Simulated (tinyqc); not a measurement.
From results back to parameters: Franz-Keldysh effect at a direct gap. Three cases, with inputs chosen for the exercise.

Problem. In modulation spectra the extrema of the oscillations lie at E_n = Eg + th (3 pi (n - 1/2)/4)^(2/3) (the phase constant is taken as pi/2 here), with th = (c (e Fd)^2/mr)^(1/3), mr = me mhh/(me + mhh), c = hbar^2/2m0; 1 kV/cm = 1e-5 V/angstrom. Extrema n = 2 and n = 4 are given; Eg and the field are hidden.

Constants: hbar^2/2m0 = 3.80998211 eV angstrom^2.

Find: th; Eg; Fd.

Method. E_n is linear in (3 pi (n - 1/2)/4)^(2/3): the slope is th and the intercept Eg; then e Fd = sqrt(th^3 mr/c).

Case 1.

Values chosen (out of a larger set: near those of GaAs; not measured data): me = 0.0659 m0 (electron mass); mhh = 0.511 m0 (heavy-hole mass).

E_2 = 1.57746 eV
E_4 = 1.70460 eV

Solution.

th = 72.17 meV
Eg = 1.410 eV
Fd = 2.4e+02 kV/cm

Case 2.

Values chosen (out of a larger set: near those of InGaAs; not measured data): me = 0.041 m0 (electron mass); mhh = 0.465 m0 (heavy-hole mass).

E_2 = 0.80848 eV
E_4 = 0.85667 eV

Solution.

th = 27.36 meV
Eg = 0.745 eV
Fd = 45 kV/cm

Case 3.

Values chosen (out of a larger set: near those of GaAs; not measured data): me = 0.0673 m0 (electron mass); mhh = 0.488 m0 (heavy-hole mass).

E_2 = 1.51862 eV
E_4 = 1.58590 eV

Solution.

th = 38.19 meV
Eg = 1.430 eV
Fd = 93 kV/cm

Computed by tinyqc, one run a case: `OMP_NUM_THREADS=1 python tinyqc.py N N+1 out.jsonl` with N = 1652090, 1652149, 1652334; one thread of a shared Intel(R) Xeon(R) Processor @ 2.30GHz, about 0.01 s a run at most.
